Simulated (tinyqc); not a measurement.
Ellipsometry and reflectance of a transparent film on an absorbing substrate: two steps of the calculation.

Air (index 1), film, substrate with N2 = n2 - i k2; time factor exp(+i w t). q_j = sqrt(N_j^2 - sin^2 th), root with positive real part. Fresnel coefficients r_s = (q_a - q_b)/(q_a + q_b), r_p = (N_b^2 q_a - N_a^2 q_b)/(N_b^2 q_a + N_a^2 q_b). tan(Psi) exp(i Delta) = R_p/R_s, Delta taken from 0 to 360 degrees.

Inputs (values chosen for the exercise); indices close to those of photoresist on silicon:
- lam = 405 nm (wavelength)
- th = 65 degrees (angle of incidence)
- n1 = 1.632 (index of the transparent film)
- d = 180 nm (film thickness)
- n2 = 5.42 (index of the substrate)
- k2 = 0.329 (extinction coefficient of the substrate)

Problem 1. Interface coefficients and thickness period. q0, q1, q2 and the coefficients r01 and r12 for p and s; the results repeat in d with the period lam/(2 q1).

Find: q0; q1; q2; r01,p; r01,s; r12,p; r12,s; period.

Solution 1.

q0 = 0.4226
q1 = 1.357
q2 = 5.344-0.334i
r01,p = -0.09328
r01,s = -0.5251
r12,p = 0.4748-0.0228i
r12,s = -0.5959+0.0201i
period = 149.2 nm

Problem 2. Psi, Delta and reflectances. beta = 2 pi d q1/lam, X = exp(-2 i beta), R = (r01 + r12 X)/(1 + r01 r12 X) for p and s.

q1 = 1.3572141
r01,p = -0.093281822
r01,s = -0.52510330
r12,p = 0.47483872-0.02281858i
r12,s = -0.59593543+0.02012005i

Wanted: beta; X; R_p; R_s; Psi; Delta; |R_p|^2; |R_s|^2.

Solution 2.

beta = 3.7901 rad
X = 0.27046-0.96273i
R_p = -0.00711-0.46765i
R_s = -0.71591+0.33640i
Psi = 30.595 degrees
Delta = 114.30 degrees
|R_p|^2 = 0.21875
|R_s|^2 = 0.62568

The bare substrate gives Psi = 25.10 and Delta = 177.02 degrees.

Computed by the program tinyqc: `OMP_NUM_THREADS=1 python tinyqc.py 2870155 2870156 out.jsonl`, one thread of a shared Intel Xeon 2.30GHz, about 0.5 s for the whole run.
